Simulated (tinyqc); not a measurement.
Inversion-layer mobility, back-scattering and ballistic limit of a field-effect transistor: one step, computed by the program tinyqc.

The charge at the top of the source barrier is fixed by the gate; series resistance and short-channel effects are left out. F_j are Fermi integrals normalised to exp(eta) in the classical limit.

Question. Back-scattering. F_j(eta) = (1/Gamma(j + 1)) int_0^infinity x^j/(1 + exp(x - eta)) dx, F_0 = ln(1 + exp(eta)). Integrals over x = E/(k_B T) use 160 Gauss-Legendre points in u = sqrt(x) from 0 to sqrt(max(eta, 0) + 32). Ballistic channel: N_2D = g_v m k_B T/(pi hbar^2), U = e V_D/(k_B T); eta_F solves N_inv = (N_2D/2)[F_0(eta_F) + F_0(eta_F - U)]; v_T = sqrt(2 k_B T/(pi m)); I/W = e (N_2D/2) v_T [F_1/2(eta_F) - F_1/2(eta_F - U)]; injection velocity v_T F_1/2(eta_F)/F_0(eta_F). Mean free path lambda = (2 k_B T/e)(mu/v_T) F_0(eta_0)/F_-1/2(eta_0), with eta_0 from N_inv = N_2D F_0(eta_0); critical length l = L (1 + U)^(-a), an empirical rule; back-scattering r = l/(l + lambda). Then eta solves N_inv = (N_2D/2)[(1 + r) F_0(eta) + (1 - r) F_0(eta - U)] and I/W = e (N_2D/2) v_T (1 - r)[F_1/2(eta) - F_1/2(eta - U)]. Ballistic ratio: I over the ballistic current. Apparent mobility 1/(1/mu + 1/mu_B), mu_B = mu L/lambda.

Inputs (values chosen for the exercise, modelled on an InGaAs n-channel):

| quantity | value | unit |
|---|---|---|
| transport mass m | 0.045 | m_0 |
| valley degeneracy g_v | 1 | - |
| gate overdrive V_G - V_T | 0.67 | V |
| drain voltage V_D | 0.89 | V |
| channel length L | 170 | nm |
| exponent a of the critical length | 0.84 | - |
| temperature T | 400 | K |

Statistics at the top of the barrier: Fermi-Dirac.

inversion density N_inv = 2.625518e+12 1/cm^2

effective mobility mu = 2155.043 cm^2/(V s)

Constants: m_0 = 9.1093837015e-31 kg; k_B = 1.380649e-23 J/K; hbar = 1.054571817e-34 J s; k_B = 8.617333262e-05 eV/K; e = 1.602176634e-19 C.

Give: eta_0; mean free path lambda; critical length l; back-scattering coefficient r; current I/W; ballistic ratio; apparent low-field mobility.

Answer.

eta_0 = 4.034

mean free path lambda = 93.59 nm

critical length l = 10.73 nm

back-scattering coefficient r = 0.1028

current I/W = 2091 microampere/micrometre

ballistic ratio = 0.7778

apparent low-field mobility = 1390 cm^2/(V s)

L/lambda = 1.82, but at this drain voltage only the first 10.7 nm can return a carrier to the source, so the device works at 78 % of its ballistic limit. Caution: the current exceeds the long-channel drift law, so the empirical rule for l, meant for short channels, is too generous here. Caution: in a degenerate gas the layer that can return carriers is set by E_F rather than k_B T, so l is underestimated.
